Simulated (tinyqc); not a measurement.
What each parameter does: inversion layer as a triangular well, valleys of the Ge type.

Four ellipsoidal valleys (eight halves) with their long axes along <111>, mass ml along the axis and mt across it. For a valley whose axis makes the angle theta with the surface normal, 1/m_z = cos^2(theta)/ml + sin^2(theta)/mt sets the confinement; in the plane the masses are m_1 = mt and m_2 = ml mt/m_z, and m_d = sqrt(m_1 m_2). The Gamma and Delta valleys are left out; the heavy Delta valleys, about 0.18 eV up, can lie lowest under strong confinement.

The field is taken as constant, e F = 4 pi (e^2/4 pi eps0)(Nd + eta Ns)/eps, with 1e12/cm^2 = 1e-4/angstrom^2, and the oxide as a hard wall at z = 0; c = hbar^2/2m0.

Level j of a valley lies at E_j = a_j (c (e F)^2/m_z)^(1/3) above the band edge at the surface, with the Airy zeros a_j = 2.338107, 4.087949, 5.520560, 6.786708, 7.944134, 9.022651, 10.040174, 11.008524, 11.936016, 12.828777, and has <z> = 2 E_j/(3 e F).

Subband i holds n_i = g m_d/(2 pi c) kB T ln(1 + exp((EF - E_i)/kB T)) (spin included), and EF is fixed by sum n_i = Ns over the levels listed or, where none are listed, over j = 0 to 9 of each group; 1e12/cm^2 = 1e-4/angstrom^2.

Constants: hbar^2/2m0 = 3.80998211 eV angstrom^2; e^2/(4 pi eps0) = 14.39964547 eV angstrom; kB = 8.617333262e-05 eV/K.

Parameters, chosen for this exercise (near those of Ge; shifted at random, so the results belong to these values and not to a real crystal): ml = 1.568 m0 (longitudinal mass); mt = 0.081 m0 (transverse mass); eps = 16.1 (dielectric constant); Nd = 2.6 x 1e12/cm^2 (depletion charge); eta = 0.75 (share of Ns in the effective field); face = 100 (surface); Ns = 1.3 x 1e12/cm^2 (electron sheet density); T = 300 K (temperature).

Field, ladders and EF anew.

Results for these values:

| case | lowest E (eV) | EF (eV) | share of lowest (%) | <z> (angstrom) |
|---|---|---|---|---|
| base | 0.1879 | 0.1302 | 99.5 | 31.29 |

What happens to each result for ml = 1.725 m0, all else kept?

Answer: lowest E falls from 0.1879 to 0.1878; EF falls from 0.1302 to 0.1287; share of lowest does not change at the printed digits; <z> falls from 31.29 to 31.27.

The same for each parameter in turn:

| case | lowest E (eV) | EF (eV) | share of lowest (%) | <z> (angstrom) |
|---|---|---|---|---|
| base | 0.1879 | 0.1302 | 99.5 | 31.29 |
| Ns = 2.6 x 1e12/cm^2 | 0.2207 | 0.1823 | 99.8 | 28.81 |
| Nd = 5.2 x 1e12/cm^2 | 0.2706 | 0.2129 | 100.0 | 26.00 |
| T = 360 K | 0.1879 | 0.1125 | 98.9 | 31.45 |
| ml = 1.725 m0 | 0.1878 | 0.1287 | 99.5 | 31.27 |
| mt = 0.089 m0 | 0.1823 | 0.1232 | 99.5 | 30.37 |
| eps = 14.5 | 0.2015 | 0.1438 | 99.7 | 30.18 |

Run: tinyqc, `OMP_NUM_THREADS=1 python tinyqc.py 1281068 1281069 out.jsonl`; Intel(R) Xeon(R) Processor @ 2.30GHz, one thread, shared host; about 0.02 s of CPU time with all checks.
